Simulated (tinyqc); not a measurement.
Configuration-coordinate model of carrier capture at a defect, step by step. Values are carried at full precision from step to step, so a last printed digit may differ when a step is redone from the rounded ones.

Two parabolas of equal curvature k in one coordinate Q: with the carrier free at the band edge, U_f = k Q^2/2; with the carrier trapped, U_t = k (Q - dQ)^2/2 - ET. ER = k dQ^2/2, Huang-Rhys factor S = ER/hw, hw = 0.0646541 sqrt(k/M) eV for k in eV/angstrom^2 and M in u. The curves cross at a height Eb = (ER - ET)^2/(4 ER) above the free minimum.

Constants: kB = 8.617333262e-05 eV/K.

Parameters, chosen for this exercise (of the size met at a DX centre in AlGaAs; not measured data):
```
symbol  value  unit  meaning
ET      0.12   eV    thermal depth of the level below the band edge
ER      0.72   eV    relaxation energy
hw      0.01   eV    phonon energy of the mode
M       28     u     mass of the mode
T       400    K     temperature
nu      1e+12  1/s   attempt rate
```

## The two parabolas

Form S, k, dQ, the crossing point Qc = (ER - ET)/(k dQ), Eb, and the emission barrier Eb + ET.

S = 72.000
k = 0.6698 eV/angstrom^2
dQ = 1.4662 angstrom
Qc = 0.6109 angstrom

barriers (eV): capture 0.1250, emission 0.2450

ER > ET: the crossing lies between the two minima (large relaxation); at Q = 0 the trapped level lies above the band edge.

## Optical transitions

Vertical ionisation from the trapped minimum costs ET + ER; vertical capture from the free minimum releases ET - ER (none if negative); the band has a standard deviation sqrt(S hw^2 coth(hw/2kT)) with S = ER/hw, and a full width 2.35482 times that.

energies (eV): ionisation peak 0.840, zero-phonon 0.120, emission peak -0.600

coth(hw/2kT) = 6.9422
standard deviation = 0.2236 eV
full width = 0.5265 eV

Vertical capture would need energy: there is no luminescence peak (at most a tail of the broadened line), and a carrier freed by light must cross the barrier Eb to return or tunnel through it; where tunnelling is slow this gives persistent photoconductivity at low temperature. The optical peak exceeds the thermal depth by a factor 7.00.

## The multiphonon factor

Multiphonon factor for giving p = ET/hw phonons to the lattice: W = exp(-S (2 nb + 1)) ((nb + 1)/nb)^(p/2) I_p(x), nb = 1/(exp(hw/kT) - 1), x = 2 S sqrt(nb (nb + 1)), I_p the modified Bessel function. Classical limit: W = hw exp(-Eb/kT)/sqrt(4 pi ER kT). At T = 0: exp(-S) S^p/Gamma(p + 1).

Form p, nb, x and ln W, the classical ln W, and the capture time 1/(nu W).

p, nb, x: [12.0000, 2.9711, 494.6220]

ln W: quantum -7.639, classical -7.649

capture time = 2.08e-09 s

The quantum factor is 1.01 times the classical one at kT/hw = 3.45: the two agree.

## Emission by detailed balance

For equal degeneracies and one band-edge state, emission time = capture time x exp(ET/kT).

ET/kT = 3.481
log10 of the emission time in s = -7.17

## Checks

- Ln W for the nearest whole p against the double Poisson sum over emitted and absorbed phonons: both -7.63851.

Program tinyqc; command `OMP_NUM_THREADS=1 python tinyqc.py 1480589 1480590 out.jsonl`; about 0.01 s on one thread of a shared Intel(R) Xeon(R) Processor @ 2.30GHz.
